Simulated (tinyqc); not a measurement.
# p-type polysilicon, carrier trapping at grain boundaries: effect of the temperature

One-dimensional grains of size Lg, uniform ionised doping N, monovalent traps Qt at each boundary at a depth Et below (for electrons) or above (for holes) the band edge there, abrupt depletion of width W on each side of a boundary, Boltzmann statistics. xi is the distance from the band edge at the grain centre to the Fermi level. Trapped charge Qt/(1 + exp((xi + VB - Et)/Vt)) = 2 N W, barrier VB = q N W^2/(2 eps0 eps_r).

NB is given at 300 K and scales as (T/300 K)^1.5. If the trap equation with xi = Vt ln(NB/N) has a root W < Lg/2, the grain is partly depleted; otherwise W = Lg/2 and the trap equation gives xi = Et - VB + Vt ln(Qt/(N Lg) - 1). N* = Qt/Lg. n0 = NB exp(-xi/Vt); mean density n0 (1 - 2 W/Lg) by charge balance in a partly depleted grain, and n0 (sqrt(pi)/2) erf(u)/u with u = sqrt(VB/Vt) in a fully depleted one; v = sqrt(kB T/(2 pi ms m0)); barrier resistivity Vt exp(VB/Vt)/(q fe n0 v Lg); grain resistivity (1 - 2 W/Lg)/(q n0 mug); effective mobility 1/(q mean density total resistivity). Rows with xi above 0.45 V, towards mid-gap, are left out, since the other carrier type is ignored.

Parameters, values chosen for the exercise; values of the order met in polycrystalline silicon: relative permittivity eps_r = 11.7; valence-band density of states at the reference temperature NB = 2.65e19 cm^-3; grain size Lg = 33 nm; trap density of a grain boundary Qt = 8e11 cm^-2; depth of the trap level from the majority band edge at the boundary Et = 0.33 eV; mass for thermionic emission ms = 0.43 m0; correction factor of the emission rate fe = 0.25; doping N = 2.1e17 cm^-3.

Constants: q = 1.602176634e-19 C, kB = 1.380649e-23 J/K, m0 = 9.1093837015e-31 kg, Vt = kB T/q, eps0 = 8.8541878128e-14 F/cm where lengths are in cm. Results are converted to the units shown.

The same in every row: N/N* = 0.8662; depleted share 2 W/Lg = 1.000; VB (V) = 0.04421.

Results:
```
T (K)  xi (V)  mean density (cm^-3)  resistivity (ohm cm)  effective mobility (cm^2/(V s))
200    0.2536              3.174e12               8.618e4                            22.82
240    0.2472              7.135e13                  2953                            29.62
320    0.2343              3.869e15                 41.02                            39.33
360    0.2278              1.519e16                 9.645                            42.61
400    0.2214              4.618e16                 2.996                            45.11
440    0.2150              1.164e17                 1.141                            47.00
```

Estimate the missing row, T = 280 K.

Computed row:
```
T (K)  xi (V)  mean density (cm^-3)  resistivity (ohm cm)  effective mobility (cm^2/(V s))
280    0.2407              6.869e14                 259.1                            35.07
```

With this row back in the table: As T goes from 200 to 440, VB stays at 0.0442 V, the resistivity falls from 86200 to 1.14 ohm cm and the effective mobility rises from 22.8 to 47.0 cm^2/(V s). The activation energy kB ln(rho1/rho2)/(1/T1 - 1/T2) is 0.349 eV between the first two rows and 0.366 eV between the last two; mug is held fixed. For T = 360, 400, 440 the effective mobility exceeds mug, since drift through the depleted part of the grain is left out.

tinyqc, about 0.01 s, one thread, Intel Xeon 2.30GHz (shared host): `OMP_NUM_THREADS=1 python tinyqc.py 2830297 2830298 out.jsonl`
